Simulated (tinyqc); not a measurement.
Implant damage, amorphisation by cascade overlap, and solid-phase epitaxial regrowth: one step, computed by the program tinyqc. Command: `OMP_NUM_THREADS=1 python tinyqc.py 3110560 3110561 out.jsonl sper walk`. One thread of a shared host (Intel(R) Xeon(R) Processor @ 2.30GHz), about 0.01 s of CPU time with the checks.

Range and width of the damage are inputs. Dynamic annealing enters only through the surviving share f.

Question. Isothermal regrowth. v = v0 x orientation factor x exp(-E_a/(k_B T)) x [1 + (enhancement - 1) exp(-(z - R_d)^2/(2 s_d^2))], T = anneal temperature + 273.15 K; the dopant is taken to follow the damage profile; the lower front moves from the lower edge z2 to the surface, or to the middle (z1 + z2)/2 of a buried layer with upper edge z1; time = int dz/v; the equivalent undoped distance is that time times the undoped velocity.

Inputs (values chosen for the exercise, modelled on phosphorus ions in silicon): depth of the damage peak R_d = 33 nm; width of the damage profile s_d = 18 nm; regrowth prefactor v0 = 5.4e+15 nm/s; regrowth energy E_a = 2.72 eV; anneal temperature = 675 C; rate relative to (100) = 1; peak enhancement by the dopant = 7.5.

lower edge = 73.29338 nm

upper edge = 0 nm

Constants: k_B = 8.617333262e-05 eV/K.

Give: undoped velocity; distance to regrow; time without enhancement; equivalent undoped distance; time with enhancement.

Answer.

undoped velocity = 18.82 nm/s

distance to regrow = 73.29 nm

time without enhancement = 3.895 s

equivalent undoped distance = 18.78 nm

time with enhancement = 0.9981 s

The rate doubles for each 20 K or so near this temperature.
